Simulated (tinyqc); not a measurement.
## MOS structure on a p-type body, non-linear Poisson equation by Newton steps: effect of the insulator thickness on threshold, swing and body effect

One dimension, insulator interface at x = 0, acceptor density Na, uniform, net doping C = -(acceptor density). psi is counted from the intrinsic level: n = ni exp((psi - Vb)/Vt), p = ni exp(-psi/Vt); deep in the body psi_b = -Vt ln(Na/ni). The gate acts through Cox = eps0 eox/tox and has the potential psi_G = Vg - (phiM - chi - Vt ln(Nc/ni)). Boltzmann statistics, full ionisation, classical densities, no oxide or interface charge.

ni = sqrt(Nc Nv) exp(-Eg/(2 Vt)), Eg in volts. The Poisson equation d/dx(eps0 eps_r dpsi/dx) = -q (p - n + C), with eps0 eps_r dpsi/dx = -Cox (psi_G - psi_0) at x = 0, is solved on a mesh of about 600 nodes or more. N_inv is the integral of n less its value deep in the body. VT is the Vg at which N_inv = 2e11 cm^-2. m = 1/(dpsi_0/dVg) at N_inv = 1e8 cm^-2; the swing is the Vg between N_inv = 1e8 and 1e9 cm^-2; body coefficient [VT(Vb + 0.05 V) - VT(Vb)]/0.05 V - 1.

Inputs (values chosen for the exercise); band and dielectric values close to those of silicon:
- T = 250 K (temperature)
- Eg = 1.13 eV (band gap)
- eps_r = 11.8 (relative permittivity)
- Nc = 2.11e19 cm^-3 (conduction-band density of states at T)
- Nv = 2.01e19 cm^-3 (valence-band density of states at T)
- chi = 4.1 eV (electron affinity)
- Na = 9.1e17 cm^-3 (acceptor density deep in the body)
- eox = 8.82 (relative permittivity of the gate insulator (close to aluminium oxide))
- phiM = 4.45 eV (gate work function)
- Vb = 0 V (electron quasi-Fermi potential against the body)

Constants: q = 1.602176634e-19 C, kB = 1.380649e-23 J/K, Vt = kB T/q, eps0 = 8.8541878128e-14 F/cm where lengths are in cm. Results are converted to the units shown.

The same in every row: psi_0 - psi_b at VT (V) = 1.03.

Result of one run:
```
tox (nm)	VT (V)	m - 1	swing (mV/decade)	body coefficient
1.1	0.402	0.0424	52.4	0.0491
```

What becomes of these results when the insulator thickness tox is changed from 1.1 to 3.6 nm, all else the same?

Result of the changed run:
```
tox (nm)	VT (V)	m - 1	swing (mV/decade)	body coefficient
3.6	0.589	0.139	57.2	0.137
```

The whole series:
```
tox (nm)	VT (V)	m - 1	swing (mV/decade)	body coefficient
1.1	0.402	0.0424	52.4	0.0491
1.7	0.447	0.0655	53.5	0.0702
2.4	0.499	0.0925	54.9	0.0948
3.6	0.589	0.139	57.2	0.137
5.2	0.710	0.200	60.2	0.193
7.7	0.897	0.297	65.1	0.281
11	1.15	0.424	71.4	0.397
```

As tox goes from 1.1 to 11, VT rises from 0.402 to 1.15 V, the swing rises from 52.4 to 71.4 mV/decade and the body coefficient rises from 0.0491 to 0.397. The swing stays within 1.3 % of m Vt ln 10, and the body coefficient within 0.027 of m - 1.

tinyqc, about 0.5 s, one thread, Intel Xeon 2.30GHz (shared host): `OMP_NUM_THREADS=1 python tinyqc.py 2080126 2080127 out.jsonl`
